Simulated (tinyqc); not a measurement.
What moves the results: temperature and isotope dependence of a band gap in oscillator models. A value that a table varies takes the place of the one given here.

E(T) = E0 - sum_i sl_i th_i n_i(T), n = 1/(exp(th/T) - 1). The same coupling lowers the gap at 0 K by the zero-point term ZP = sum_i sl_i th_i/2, so the gap of the static lattice is E0 + ZP. Thermal expansion is taken as part of the slopes.

Two-parameter forms are made to pass through the falls at the two temperatures T12: Varshni aV T^2/(T + bV), from the line T^2/fall = (T + bV)/aV; one oscillator s1 t1/(exp(t1/T) - 1), with t1 from the ratio of the falls.

Constants: kB = 8.617333262e-05 eV/K; hbar^2/2m0 = 3.80998211 eV angstrom^2.

Parameters, chosen for this exercise (near those of InP; shifted at random, so the results belong to these values and not to a real crystal): E0 = 1.416 eV (gap at 0 K); th = (122, 331) K (temperatures of two oscillators); sl = (0.1327, 0.2693) meV/K (their high-temperature slopes); T12 = (160, 290) K (temperatures of the fits); mm = 0.21 m0 (geometric mean of the density-of-states masses); T = 150 K (temperature).

## How far the fits carry

Falls of the gap from E0, and errors of the two fits against the model.

Results:

| T (K) | fall (meV) | Varshni - model (meV) | one oscillator - model (meV) | fall/ZP |
|---|---|---|---|---|
| 20 | 0.04 | 0.52 | -0.04 | 0.001 |
| 50 | 1.66 | 1.58 | -0.86 | 0.032 |
| 100 | 10.16 | 1.60 | -0.70 | 0.193 |
| 200 | 40.32 | -0.75 | 0.18 | 0.766 |
| 300 | 76.52 | 0.30 | -0.05 | 1.453 |
| 400 | 114.62 | 5.46 | -0.78 | 2.177 |
| 600 | 192.89 | 24.78 | -2.81 | 3.663 |
| 800 | 272.21 | 51.77 | -5.16 | 5.169 |

What can be read from the table?

Below the first fit point the largest errors are +1.60 meV (Varshni, 100 K, on a fall of 10.16 meV) and -0.86 meV (one oscillator, 50 K); a T^2 law cannot freeze out; a single oscillator misses the soft modes. At 800 K, beyond the second fit point, they are +51.8 and -5.2 meV, so the oscillator extrapolates better here. The thermal fall equals ZP between 200 and 300 K.

## What the shift does to the intrinsic density

ni = 2 (mm kT/(4 pi c))^(3/2) exp(-E/2kT), c = hbar^2/2m0, with E(T) and with E0; 1 angstrom^-3 = 1e24 cm^-3. Apparent gap from an Arrhenius plot of ni/T^(3/2): E(T) - T dE/dT, dE/dT = -sum sl_i (th_i/T)^2 n_i (1 + n_i).

Results:

| T (K) | E(T) (eV) | ni (cm^-3) | ni with E(T) / ni with E0 | apparent gap (eV) |
|---|---|---|---|---|
| 200 | 1.3757 | 6.11 | 3.221 | 1.4445 |
| 250 | 1.3579 | 3.77e+04 | 3.847 | 1.4488 |
| 300 | 1.3395 | 1.35e+07 | 4.393 | 1.4518 |
| 350 | 1.3206 | 9.45e+08 | 4.865 | 1.4541 |
| 400 | 1.3014 | 2.36e+10 | 5.274 | 1.4558 |
| 500 | 1.2625 | 2.26e+12 | 5.941 | 1.4583 |
| 700 | 1.1835 | 4.72e+14 | 6.868 | 1.4612 |

What can be read from the table?

Using E0 in place of E(T) understates ni by a factor that rises from 3.22 to 6.87, towards exp(sum sl/2kB) = 10.3. The slope of an Arrhenius plot returns neither E(T) nor E0 but the intercept of the tangent, 1.4518 eV at 300 K, which lies 36 meV above E0 and tends to the static gap 1.4687 eV.

## What each parameter does

Gap at T, slope -sum sl_i (th_i/T)^2 n_i (1 + n_i) and ZP. Each row changes one parameter from the base and keeps the others.

Results:

| case | E(T) (eV) | dE/dT (meV/K) | ZP (meV) |
|---|---|---|---|
| base | 1.3921 | -0.3079 | 52.66 |
| T = 190 K | 1.3791 | -0.3386 | 52.66 |
| E0 = 1.426 eV | 1.4021 | -0.3079 | 52.66 |
| th = (122, 397) K | 1.3949 | -0.2805 | 61.55 |
| sl = (0.1725, 0.2693) meV/K | 1.3882 | -0.3455 | 55.09 |

How do the results move?

The largest shifts from the base row, up to three for each result and ties (the steps differ in size, so this ranks the rows, not the parameters). E(T) (eV): T -0.0130, E0 +0.0100, sl -0.0039. dE/dT (meV/K): sl -0.0377, T -0.0308, th +0.0273; unchanged at the printed digits by E0. ZP (meV): th +8.89, sl +2.43; unchanged at the printed digits by T and E0.

Run: tinyqc, `OMP_NUM_THREADS=1 python tinyqc.py 1880068 1880069 out.jsonl`; Intel(R) Xeon(R) Processor @ 2.30GHz, one thread, shared host; about 0.01 s of CPU time with all checks.
